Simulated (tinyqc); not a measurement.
Five-level k.p model folded onto the conduction band, step by step. Values are carried at full precision from step to step, so a last printed digit may differ when a step is redone from the rounded ones.

Second-order sums for the lowest conduction level at E: 1/m = 1 + Cm + (Ep/3)(2/E + 1/(E + Dso)) - (Ep2/3)(2/(E7 + D2 - E) + 1/(E7 - E)); g/2 = 1 + Cg - (Ep/3)(1/E - 1/(E + Dso)) - (Ep2/3)(1/(E7 - E) - 1/(E7 + D2 - E)). E is counted from the top of the valence band; E = Eg at the edge.

Constants: hbar^2/2m0 = 3.80998211 eV angstrom^2.

Values chosen for the exercise (near those of CdTe; not measured data): Eg = 1.587 eV (gap at Gamma to the s-like level); Dso = 0.912 eV (spin-orbit splitting); Ep = 19 eV (Kane energy); E7 = 5.2 eV (upper Gamma7 conduction level, from the valence top); D2 = 0.27 eV (its spin-orbit splitting, Gamma8 above Gamma7); Ep2 = 1.9 eV (Kane energy to the upper levels); Cm = -0.2 (remote term in 1/m); Cg = 0 (remote term in g/2); k = 0.095 1/angstrom (wave vector along z).

## Mass and g factor term by term

Evaluate at E = Eg.

Terms:
```
level           part of 1/m  part of g
free + remote        0.8000     2.0000
Gamma8 valence       7.9815    -7.9815
Gamma7 valence       2.5343     5.0687
Gamma8 upper        -0.3262     0.3262
Gamma7 upper        -0.1753    -0.3506
```

m = 0.0925 m0
g = -0.937

The valence levels give 10.52 to 1/m and the upper levels take 0.50 away. In g the two valence terms nearly cancel when Dso is small against Eg; here Dso/Eg = 0.57 and they leave -2.913, the upper pair -0.024.

## The matrix at one k

For k along z and one spin sector the level c couples to four states. With c0 = hbar^2/2m0, P = sqrt(Ep c0), P2 = sqrt(Ep2 c0): diagonal Eg + (1 + Cm) c0 k^2 for c, and 0, -Dso, E7 + D2, E7 for lh, so, G8 up, G7 up (their own dispersion is left out); couplings of c: sqrt(2/3) P k to lh, sqrt(1/3) P k to so, sqrt(2/3) P2 k to G8 up, sqrt(1/3) P2 k to G7 up (phases chosen real).

Fill in the matrix.

H (eV), lower triangle:
```
             c  lh        so    G8 up    G7 up
c      1.61451
lh     0.65996   0
so     0.46666   0  -0.91200
G8 up  0.20870   0         0  5.47000
G7 up  0.14757   0         0        0  5.20000
```

## Exact folding onto c

Solve E = H_cc + S(E), S(E) = sum_j H_cj^2/(E - H_jj), from E = H_cc, by plain substitution and by Newton steps on E - H_cc - S(E). The weight of c in the state is Z = 1/(1 - dS/dE). The exact level is the third eigenvalue of H from below.

Iterates (eV):
```
step  substitution   Newton
0          1.61451  1.61451
1          1.95310  1.89531
2          1.89443  1.90207
3          1.90324  1.90207
4          1.90189  1.90207
5          1.90210  1.90207
6          1.90206  1.90207
7          1.90207  1.90207
```

exact level = 1.90207 eV
Z = 0.8671

Substitution multiplies the error by about dS/dE = 1 - 1/Z = -0.153 a step, so it alternates; after 7 steps it is off by 6.5e-07 eV, while Newton is within 1e-5 eV from step 2 on.

## Loewdin series

Expanding E = H_cc + S(E) about Eg in powers of k^2, with s_n = sum_j H_cj^2/(Eg - H_jj)^n: order k^2: e2 = (1 + Cm) c0 k^2 + s1; order k^4: e4 = -s2 e2; order k^6: e6 = s3 e2^2 + s2^2 e2.

Give each order and the partial sums, counted from Eg.

s1 (eV), s2 (no unit), s3 (1/eV); (1 + Cm) c0 k^2 is H_cc - Eg: 0.34434  0.21236  0.12172

e2, e4, e6 (eV): 0.37185  -0.07897  0.03360

partial sums (eV): 0.37185  0.29289  0.32649

The exact value is 0.31507 eV; the errors of the partial sums are +56.78, -22.18 and +11.42 meV.

## Checks

- Curvature of the exact level at small k against the sum for 1/m: both 10.814.

Program tinyqc; command `OMP_NUM_THREADS=1 python tinyqc.py 1081545 1081546 out.jsonl`; about 0.01 s on one thread of a shared Intel(R) Xeon(R) Processor @ 2.30GHz.
